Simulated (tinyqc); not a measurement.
Inputs raised by 5 %, one at a time: finite-size error of a charged defect in a periodic cell: Madelung and Makov-Payne terms. Computed by tinyqc, a small Python program. Command: `OMP_NUM_THREADS=1 python tinyqc.py 3013054 3013055 out.jsonl imagecharge sens`. One thread of a shared host (Intel(R) Xeon(R) Processor @ 2.30GHz), about 0.08 s of CPU time with the checks.

L is the cube root of the cell volume. The defect charge is a Gaussian, rho(r) = q (2 pi sigma^2)^(-3/2) exp(-r^2/2 sigma^2), repeated periodically in a uniform neutralising background and screened by a continuum. The model cell energy is E(L) = E_0 + [periodic - isolated electrostatic energy].

Inputs (values chosen for the exercise, for a model uniaxial host): charge q = 2 e; cell length L = 9.51 angstrom; dielectric constant eps_xy = 10.1; dielectric constant eps_z = 20; axis ratio c/a = 0.829; width sigma of the defect charge = 1.1 angstrom; formation energy of the isolated defect E_0 = 2.978 eV.

Supercell lattice: tetragonal. Screening: uniaxial.

Constants: e^2/(4 pi eps_0) = 14.39964548 eV angstrom.

Method:
- Cell vectors: (1,0,0), (0,1,0), (0,0,c/a), scaled to volume L^3.
- Ewald sum for a unit point charge: scale each Cartesian component of the cell by 1/sqrt(eps_i), giving R', G' and V'; E = [ (1/2) sum erfc(eta R')/R' + (2 pi/V') sum exp(-G'^2/4 eta^2)/G'^2 - eta/sqrt(pi) - pi/(2 V' eta^2) ] e^2/(4 pi eps_0) / sqrt(eps_x eps_y eps_z), over n_i = -6..6, omitting n = (0,0,0), eta = 2/V'^(1/3). alpha = -2 E eps_g L/(e^2/(4 pi eps_0)), eps_g = (eps_x eps_y eps_z)^(1/3).
- Periodic energy of the Gaussian: (2 pi q^2/V) sum_(G != 0) exp(-sigma^2 G^2)/(G.eps.G) x e^2/(4 pi eps_0), n_i = -k..k with k = max(9, L/sigma rounded up). Isolated energy: q^2/(2 sqrt(pi) sigma) <1/(n.eps.n)> e^2/(4 pi eps_0), the mean over directions n (64 Gauss-Legendre points in cos(theta)).

Runs; columns: (1) input moved; (2) from; (3) to; (4) point-charge correction -q^2 E (eV); (5) finite-size error (eV); (6) Madelung constant alpha; (7) isolated energy (eV):
```
(1)                                            (2)      (3)     (4)      (5)    (6)    (7)
base run                                         -        -  0.6097  -0.5847  2.554  1.153
cell length L (angstrom)                      9.51   9.9855  0.5807  -0.5592  2.554  1.153
dielectric constant eps_xy                    10.1   10.605  0.5965  -0.5704  2.581  1.117
dielectric constant eps_z                       20       21  0.5931  -0.5705  2.525  1.133
width sigma of the defect charge (angstrom)    1.1    1.155  0.6097  -0.5819  2.554  1.098
axis ratio c/a                               0.829  0.87045  0.6223  -0.5950  2.606  1.153
```

Exponents ln(y'/y) / ln(x'/x):
```
input                             point-charge correction -q^2 E  finite-size error  Madelung constant alpha  isolated energy
cell length L                                             -1.000             -0.913                    0.000            0.000
dielectric constant eps_xy                                -0.451             -0.506                    0.216           -0.638
dielectric constant eps_z                                 -0.565             -0.504                   -0.231           -0.364
width sigma of the defect charge                           0.000             -0.097                    0.000           -1.000
axis ratio c/a                                             0.417              0.357                    0.417            0.000
```

To which inputs is each result most sensitive?

Among the inputs moved here: point-charge correction -q^2 E answers most in size to cell length L (exponent -1.000), next to dielectric constant eps_z (-0.565); its exponent is below 0.0005 for width sigma of the defect charge. Its exponent -1.000 in cell length L: the Madelung term goes as 1/L. finite-size error answers most in size to cell length L (exponent -0.913), next to dielectric constant eps_xy (-0.506). Madelung constant alpha answers most in size to axis ratio c/a (exponent +0.417), next to dielectric constant eps_z (-0.231); its exponent is below 0.0005 for cell length L, width sigma of the defect charge. Isolated energy answers most in size to width sigma of the defect charge (exponent -1.000), next to dielectric constant eps_xy (-0.638); its exponent is below 0.0005 for cell length L, axis ratio c/a. Its exponent -1.000 in width sigma of the defect charge: the self-energy goes as 1/sigma.
